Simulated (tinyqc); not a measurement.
Sp3 tight binding, zinc-blende lattice, step by step. One step of it, computed by the program tinyqc.

Problem. Bloch Hamiltonian at k. Slater-Koster rules over the four bonds with direction cosines (l, m, n): ss V_ss; s-px l V_sp; px-s -l V_sp; px-px l^2 V_pps + (1 - l^2) V_ppp; px-py l m (V_pps - V_ppp); each times exp(i k.d).

Parameters chosen for this model: zinc-blende lattice, anion at 0, cation at a/4 (1,1,1); V = eta hbar^2 / (m d^2), hbar^2/m = 7.619964 eV angstrom^2:
```
parameter          value      unit
a               4.640000  angstrom
d               2.009179  angstrom
Es anion      -14.100000        eV
Ep anion       -7.340000        eV
Es cation     -10.170000        eV
Ep cation      -5.280000        eV
eta ss         -1.400000
eta sp          1.840000
eta pp sigma    3.240000
eta pp pi      -0.810000
V ss           -2.642675        eV
V sp            3.473230        eV
V pp sigma      6.115905        eV
V pp pi        -1.528976        eV
```

k point k (2 pi / a): [0.780000, 0.260000, -0.310000]

Give: H(k) at k.

Solution.

H(k) at k (eV), order a s, a px, a py, a pz, c s, c px, c py, c pz:
$$\begin{pmatrix}
-14.100 & 0.000 & 0.000 & 0.000 & -2.904-1.848i & 0.505+6.121i & 3.241+0.954i & -2.649-1.167i \\
0.000 & -7.340 & 0.000 & 0.000 & -0.505-6.121i & 1.120+0.713i & -3.366-1.483i & 4.119+1.212i \\
0.000 & 0.000 & -7.340 & 0.000 & -3.241-0.954i & -3.366-1.483i & 1.120+0.713i & 0.642+7.779i \\
0.000 & 0.000 & 0.000 & -7.340 & 2.649+1.167i & 4.119+1.212i & 0.642+7.779i & 1.120+0.713i \\
-2.904+1.848i & -0.505+6.121i & -3.241+0.954i & 2.649-1.167i & -10.170 & 0.000 & 0.000 & 0.000 \\
0.505-6.121i & 1.120-0.713i & -3.366+1.483i & 4.119-1.212i & 0.000 & -5.280 & 0.000 & 0.000 \\
3.241-0.954i & -3.366+1.483i & 1.120-0.713i & 0.642-7.779i & 0.000 & 0.000 & -5.280 & 0.000 \\
-2.649+1.167i & 4.119-1.212i & 0.642-7.779i & 1.120-0.713i & 0.000 & 0.000 & 0.000 & -5.280
\end{pmatrix}$$
